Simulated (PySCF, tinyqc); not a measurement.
Worked calculation: G0W0 on RHF in the sto-3g basis, for H3+, spin multiplicity 1. The lowest restricted solution is unstable here: a spin-polarised one lies 0.0010 hartree lower (PySCF). One step of it, computed by the program tinyqc.

Question. Screening: direct RPA. With D = e_a - e_i and K = (ia|jb): diagonalise D^(1/2) (D + 4K) D^(1/2) = Z w^2 Z^T; X + Y = D^(1/2) Z w^(-1/2), each column of Z with its largest component positive (the first on a tie); E_c = (sum w - tr (D + 2K)) / 2.

orbital energies (hartree): MO1 -0.894865, MO2 -0.310844, MO3 0.073027

Two-electron integrals over orbitals (pq|rs), unique and non-zero (hartree):
```
(11|11) 0.530748    (21|11) -0.000071   (21|21) 0.145883    (22|11) 0.464311
(22|21) 0.000133    (22|22) 0.534815    (31|11) 0.073095    (31|21) 0.000018
(31|22) -0.063666   (31|31) 0.145100    (32|11) 0.000028    (32|21) -0.136286
(32|22) -0.000110   (32|31) -0.000087   (32|32) 0.142270    (33|11) 0.539257
(33|21) -0.000135   (33|22) 0.472154    (33|31) 0.088376    (33|32) 0.000090
(33|33) 0.578027
```

Give: D^(1/2) (D + 4K) D^(1/2); excitation energies w; X + Y; RPA correlation energy.

Answer.

D^(1/2) (D + 4K) D^(1/2) (hartree^2):
```
        1>2     1>3
1>2  0.6819  0.0001
1>3  0.0001  1.4986
```

excitation energies w (hartree): 0.8258  1.2242

X + Y:
```
           1       2
1>2   0.8410  0.0000
1>3  -0.0001  0.8892
```

RPA correlation energy = -0.041978 hartree
